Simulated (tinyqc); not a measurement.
Carrier lifetime from Shockley-Read-Hall, radiative, Auger and surface recombination: one step, computed by the program tinyqc.

Energies are counted from the top of the valence band. Boltzmann statistics, full ionisation, and equal excess densities of electrons and holes.

Question. Equilibrium densities. N_c = 2 M_c (2 pi m_e k_B T/h^2)^(3/2) and N_v = 2 (2 pi m_h k_B T/h^2)^(3/2), masses in units of m_0. n_i = sqrt(N_c N_v) exp(-E_g/2 k_B T); majority density N/2 + sqrt(N^2/4 + n_i^2), minority density n_i^2 over it.

Inputs (values chosen for the exercise, with bands modelled on ZnO):
```
quantity,value,unit
gap E_g,3.45,eV
electron mass m_e,0.27,m_0
valleys M_c,1,-
hole mass m_h,0.782,m_0
temperature T,400,K
doping N,3.7e+17,cm^-3
```

Doping: n-type. Surface term: none.

Constants: m_0 = 9.1093837015e-31 kg; k_B = 1.380649e-23 J/K; h = 6.62607015e-34 J s; k_B = 8.617333262e-05 eV/K.

Give: N_c; N_v; n_i; n_0; p_0.

Answer.

N_c = 5.420e+18 cm^-3

N_v = 2.672e+19 cm^-3

n_i = 0.002220 cm^-3

n_0 = 3.70e+17 cm^-3

p_0 = 1.332e-23 cm^-3
